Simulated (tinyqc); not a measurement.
## Contact resistivity and sheet resistance from two contact lengths

Question. Rc = [sqrt(rc Rsh)/Wc] coth(Lc/(2 LT)), LT = sqrt(rc/Rsh), Wc = 102 nm; the second contact is twice as long as the first. Find LT, rc and Rsh.

Rc for Lc = 38 and 76 nm (ohm): [136.162902, 78.3757710]

Answer. With t = tanh(Lc/(2 LT)) for the shorter contact, the resistance of the longer over that of the shorter is (1 + t^2)/2. Then sqrt(rc Rsh) = Rc t Wc, and rc and Rsh follow by multiplying and dividing by LT.

LT = 46.3 nm
rc = 2.50e-9 ohm cm^2
Rsh = 117 ohm

Program tinyqc, `OMP_NUM_THREADS=1 python tinyqc.py 2170094 2170095 out.jsonl`; Intel Xeon 2.30GHz, shared host, one thread, about 0.03 s.
